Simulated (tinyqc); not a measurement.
MOSFET in saturation, small-signal circuit and noise: effect of the finger width on speed and noise.

Bias by the inversion coefficient IC = I/Ispec (charge-based model with velocity saturation; weak inversion below 0.1, strong above 10). Common-source circuit: gm, gds, Cgs, Cgd and Cj at the inner nodes, Rg in series with the gate; quasi-static, no source or drain resistance, no gate-body capacitance, no substrate network, no induced gate noise, so fmax is an upper estimate.

Ispec = 2 n mu Cox (W/L) Vt^2, lc = Ls/L, gms = [sqrt((lc IC + 1)^2 + 4 IC) - 1]/[2 + lc (lc IC + 1)], gm = gms Ispec/(n Vt), gds = sg gm. qs = [sqrt(1 + 4 IC) - 1]/2, Cgs = Cox W L qs (2 qs + 3)/(3 (qs + 1)^2) + Cov W, Cgd = Cov W, Cd = Cj W, Rg = Rsh (Wf/L)/(12 Nf) + Rc/W with Nf = W/Wf fingers (not rounded) contacted at both ends. fT = gm/(2 pi (Cgs + Cgd)), fmax = fT/(2 sqrt(Rg (gds + 2 pi fT Cgd))). Channel noise Sid = 4 kB T gam n gm with gam = (1/2 + (2/3) qs)/(1 + qs) + gw lc IC, qs = [sqrt(1 + 4 IC) - 1]/2, lc = Ls/L (the last term an empirical rise with velocity saturation); at the gate, white noise Sw = Sid/gm^2 + 4 kB T Rg. Number fluctuation with correlated mobility: S(f) = K/f, K = q^2 Vt lt Nt/(W L Cox^2) (1 + ac mu Cox I/gm)^2, Vt in eV with Nt per eV. Corner fc = K/Sw. IC is held fixed.

Parameters, values chosen for the exercise: temperature T = 300 K; gate length L = 90 nm; total gate width W = 10 um; gate capacitance Cox = 0.9 uF/cm^2; mobility mu = 230 cm^2/(V s); slope factor n = 1.4; velocity-saturation length Ls = 20 nm; ratio gds/gm sg = 0.057; overlap and fringe capacitance per side Cov = 0.42 fF/um; drain junction capacitance Cj = 0.33 fF/um; sheet resistance of the gate Rsh = 10 ohm; gate contact and vertical resistance Rc = 100 ohm um; inversion coefficient IC = 0.6; short-channel excess of the noise factor gw = 0.1; oxide trap density Nt = 9.3e17 cm^-3 eV^-1; tunnelling length into the oxide lt = 0.1 nm; Coulomb scattering coefficient ac = 10000 V s/C.

Constants: q = 1.602176634e-19 C, kB = 1.380649e-23 J/K, Vt = kB T/q. Results are converted to the units shown.

The same in every row: I (uA) = 25.824; fT (GHz) = 7.3143.

Result of one run:

| Rg (ohm) | fmax (GHz) | sqrt(Sw) (nV/Hz^0.5) | fc (MHz) |
|---|---|---|---|
| 10.231 | 76.962 | 5.2012 | 38.563 |

Which finger width Wf gave this result: 0.25, 0.5, 1, 2 or 8 um?

Wf = 0.5 um.

The whole series:

| Wf (um) | Rg (ohm) | fmax (GHz) | sqrt(Sw) (nV/Hz^0.5) | fc (MHz) |
|---|---|---|---|---|
| 0.25 | 10.058 | 77.623 | 5.2009 | 38.567 |
| 0.5 | 10.231 | 76.962 | 5.2012 | 38.563 |
| 1 | 10.926 | 74.476 | 5.2023 | 38.547 |
| 2 | 13.704 | 66.501 | 5.2067 | 38.482 |
| 4 | 24.815 | 49.418 | 5.2244 | 38.222 |
| 8 | 69.259 | 29.581 | 5.2944 | 37.218 |

As Wf goes from 0.25 to 8 um, fT stays at 7.31 GHz, fmax falls from 77.6 to 29.6 GHz, the white noise rises from 5.20 to 5.29 nV/Hz^0.5 and the corner falls from 38.6 to 37.2 MHz. The finger width leaves fT alone and acts through Rg, whose sheet part goes as Wf^2. In every row fmax exceeds 4 fT, where channel resistance and substrate losses, left out here, would cap it.

tinyqc, about 0.01 s, one thread, Intel Xeon 2.30GHz (shared host): `OMP_NUM_THREADS=1 python tinyqc.py 2150045 2150046 out.jsonl`
